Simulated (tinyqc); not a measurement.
One share for all, or one for each: linear model of a band gap against the share of exact exchange.

E(alpha) = E0 + S alpha. A wider gap screens less, modelled in the Penn form eps(alpha) = 1 + (e0 - 1)(EP/(EP + S alpha))^2 with a scale EP chosen for the exercise. A dielectric-dependent hybrid takes alpha = 1/eps.

Errors of the gap (eV) against each target; e0, EP, S and the gaps are values chosen for the exercise.

Results:
```
case          E0 (eV)  S (eV)     e0  EP (eV)  target Et (eV)  alpha needed  error, alpha = 0  error, 0.25  error, self-consistent
like AlN         4.06    8.61   4.92     23.0            6.22         0.251             -2.16        -0.01                   -0.17
like MgO         4.74   10.27   3.36     25.8            7.80         0.298             -3.06        -0.49                    0.59
like GaAs        0.54    5.99  11.88     10.2            1.52         0.164             -0.98         0.52                   -0.42
like Si          0.60    4.64  12.64      9.1            1.15         0.119             -0.55         0.61                   -0.15
like Al2O3       6.23   10.16   3.44     25.7            8.82         0.255             -2.59        -0.05                    0.93
like diamond     4.07    7.58   6.27     28.8            5.38         0.173             -1.31         0.58                   -0.01
like SiC         2.25    6.25   7.26     16.9            3.29         0.166             -1.04         0.52                   -0.10
```

Mean absolute errors: 1.67, 0.40 and 0.34 eV for alpha = 0, 0.25 and the self-consistent value. A fixed quarter overshoots for GaAs, Si, diamond and SiC and falls short for AlN, MgO and Al2O3; the alpha needed runs between 0.119 and 0.298 and its correlation with 1/e0 over these cases is 0.94.

Program tinyqc; command `OMP_NUM_THREADS=1 python tinyqc.py 1880548 1880549 out.jsonl`; about 0.01 s on one thread of a shared Intel(R) Xeon(R) Processor @ 2.30GHz.
